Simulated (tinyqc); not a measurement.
Electron continuity equation in a given potential, Scharfetter-Gummel discretisation: one step of the calculation.

Steady state in one dimension: J = q mu n E + q D dn/dx with E = -dpsi/dx and D = mu Vt, dJ/dx = q (n/tau - G), fixed densities nL and nR at the ends. The potential is given, psi = U x/L - Ub exp(-((x/L - xb)/sb)^2), and is not changed by the electrons.

Task. Tridiagonal system for the inner nodes. Row i (1 to 11): B(-d_(i-1)) n_(i-1) + b_i n_i + B(d_i) n_(i+1) = f_i with b_i = -B(-d_i) - B(d_(i-1)) - h^2/(D tau) and f_i = -G h^2/D; the known end values are moved to the right: f_1 loses B(-d_0) nL and f_11 loses B(d_11) nR. h = L/12, D = mu Vt.

Parameters, values chosen for the exercise; mobility close to that of silicon at room temperature: temperature T = 250 K; electron mobility mu = 1360 cm^2/(V s); length of the region L = 16 um; density at x = 0 nL = 3.6e14 cm^-3; density at x = L nR = 3.4e13 cm^-3; lifetime tau = 3.3e-8 s; uniform generation rate G = 0 cm^-3 s^-1.

Constants: q = 1.602176634e-19 C, kB = 1.380649e-23 J/K, Vt = kB T/q. Results are converted to the units shown.

B(d_i), interval 0 to 11: [0.19348320, 0.19362952, 0.19574423, 0.21468852, 0.33295183, 0.90463755, 1.9597749, 1.0907444, 0.058813026, 0.0064648248, 0.016163672, 0.078379638]
B(-d_i), interval 0 to 11: [2.9011576, 2.9002273, 2.8868601, 2.7732899, 2.2385276, 1.1018397, 0.42040245, 0.91443381, 4.3660677, 6.9927128, 5.9193853, 4.0144781]

Find: diagonal b; right side f.

Result.

diagonal b, node 1 to 11: [-3.112, -3.099, -2.987, -2.472, -1.453, -1.343, -2.893, -5.475, -7.070, -5.944, -4.049]
right side f, node 1 to 11 (cm^-3): [-1.044e15, 0, 0, 0, 0, 0, 0, 0, 0, 0, -2.665e12]

Program tinyqc, `OMP_NUM_THREADS=1 python tinyqc.py 2220020 2220021 out.jsonl`; Intel Xeon 2.30GHz, shared host, one thread, about 0.01 s.
